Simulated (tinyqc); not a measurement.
Pairing against temperature: dopants and charged point defects at anneal temperature: Fermi-level effect, clustering and pairing. Computed by tinyqc, a small Python program. Command: `OMP_NUM_THREADS=1 python tinyqc.py 3015768 3015769 out.jsonl pairing walk`. One thread of a shared host (Intel(R) Xeon(R) Processor @ 2.30GHz), about 0.01 s of CPU time with the checks.

Boltzmann statistics and full ionisation of active dopants. Energies are counted from the valence band; the defect (a vacancy or self-interstitial) has five charge states, with all degeneracy factors one.

Inputs (values chosen for the exercise, with bands modelled on 4H-SiC):
```
quantity                                        value    unit
site density N_s                              3.1e+22   cm^-3
pair binding energy E_b                          0.86      eV
pair configurations Z                               4       -
impurity diffusion prefactor D_0               0.0014  cm^2/s
impurity migration energy E_m                    0.86      eV
dielectric constant eps                          9.77       -
active dopant density in the stored part N_2  3.4e+16   cm^-3
```

Dopant: donor. Second part: pairing with a mobile impurity.

Constants: k_B = 8.617333262e-05 eV/K; e^2/(4 pi eps_0) = 14.39964548 eV angstrom.

Method. An oppositely charged mobile impurity (density M) pairs with the dopant: pairs/free = Z (N_2/N_s) exp(E_b/k_B T_2) for M << N_2; capture radius R = e^2/(4 pi eps eps_0 k_B T_2); D_m = D_0 exp(-E_m/k_B T_2); association rate 4 pi R D_m N_2; dissociation rate = association rate/(pairs/free); tau = 1/(sum of both).

Equilibrium and kinetics:
```
T (K)  paired share  time constant (s)  D_m (cm^2/s)  effective D (cm^2/s)
270         1.00000         2.9791e+07    1.2402e-19            2.5044e-30
300         1.00000         8.2146e+05    4.9976e-18            4.0665e-27
340         1.00000         1.8589e+04    2.5030e-16            1.0200e-23
380         1.00000         9.4557e+02    5.4994e-15            4.9241e-21
430         0.99998         5.0480e+01    1.1657e-13            2.2122e-18
480         0.99979         5.0217e+00    1.3078e-12            2.7839e-16
550         0.99701         4.0695e-01    1.8439e-11            5.5194e-14
650         0.95333         2.8201e-02    3.0069e-10            1.4033e-11
```

What does the comparison show, and why?

Half the impurity is paired at T = E_b/(k_B ln(N_s/(Z N_2))) = 809 K. The time constant at 300 K is 820000 s. Below 809 K pairs win, and the effective diffusivity has the activation energy E_m + E_b = 1.72 eV; above it the impurity is free and moves with E_m = 0.86 eV.
